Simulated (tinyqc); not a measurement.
Long-channel MOSFET, surface-potential model: two steps of the calculation.

n-channel transistor on a uniformly doped p-type body, gradual-channel approximation, constant mobility, Boltzmann statistics, full ionisation. Potentials are counted from the neutral body; V is the electron quasi-Fermi potential, Vsb at the source and Vsb + Vds at the drain. Charges are magnitudes per area.

Values chosen for this exercise; material values close to those of silicon: temperature T = 300 K; flat-band voltage Vfb = -0.39 V; channel mobility mu = 640 cm^2/(V s); gate width W = 10 um; gate length L = 0.5 um; source-body reverse bias Vsb = 2 V; gate-source voltage Vgs = 1.19 V; drain-source voltage Vds = 0.2 V.

Constants: q = 1.602176634e-19 C, kB = 1.380649e-23 J/K, Vt = kB T/q. Results are converted to the units shown.

Problem 1. Charges and current of the charge-sheet model. psi_0 and psi_L solve Vgs + Vsb - Vfb - psi = gamma sqrt(G) at V = Vsb and Vsb + Vds. Qi = Cox gamma [sqrt(G) - sqrt(psi - Vt)], G = psi - Vt + Vt exp((psi - 2 phiF - V)/Vt), at both ends. With U = Vgs + Vsb - Vfb: drift = mu (W/L) Cox [U (psi_L - psi_0) - (psi_L^2 - psi_0^2)/2 - (2/3) gamma ((psi_L - Vt)^1.5 - (psi_0 - Vt)^1.5)]; diffusion = mu (W/L) Vt (Qi0 - QiL).

psi_0 = 2.7509945 V
psi_L = 2.7511031 V
phiF = 0.42005014 V
Cox = 0.48890515 uF/cm^2
gamma = 0.50210807 V^0.5

Wanted: Qi0; QiL; drift current; diffusion current; drain current.

Solution 1.

Qi0 = 0.06121 nC/cm^2
QiL = 2.684e-5 nC/cm^2
drift current = 4.258e-5 uA
diffusion current = 0.02025 uA
drain current = 0.02029 uA

Drift carries 0.210 % of the current. The drain end is pinched off: its charge is under 1 % of that at the source.

Problem 2. Inversion charge along the channel. The surface potential psi at channel potential V solves Vgs + Vsb - Vfb - psi = gamma sqrt(G), G = psi - Vt + Vt exp((psi - 2 phiF - V)/Vt). Charge sheet: Qi = Cox gamma [sqrt(G) - sqrt(psi - Vt)]. Pao-Sah: Qi = (Cox gamma/2) integral from 3 Vt to psi of exp((u - 2 phiF - V)/Vt)/sqrt(G(u, V)) du.

V, point 0 to 6 (V): [2, 2.0333333, 2.0666667, 2.1, 2.1333333, 2.1666667, 2.2]
phiF = 0.42005014 V
Cox = 0.48890515 uF/cm^2
gamma = 0.50210807 V^0.5

Wanted: psi; Qi, charge sheet; Qi, Pao-Sah.

Solution 2.

```
point  psi (V)  Qi, charge sheet (nC/cm^2)  Qi, Pao-Sah (nC/cm^2)
0        2.751                     0.06121                0.06151
1        2.751                     0.01691                0.01699
2        2.751                    0.004662               0.004685
3        2.751                    0.001284               0.001291
4        2.751                    3.538e-4               3.555e-4
5        2.751                    9.746e-5               9.793e-5
6        2.751                    2.684e-5               2.697e-5
```

At the source the charge-sheet charge is 0.48 % below the Pao-Sah one.

Computed by the program tinyqc: `OMP_NUM_THREADS=1 python tinyqc.py 2360007 2360008 out.jsonl`, one thread of a shared Intel Xeon 2.30GHz, about 0.05 s for the whole run.
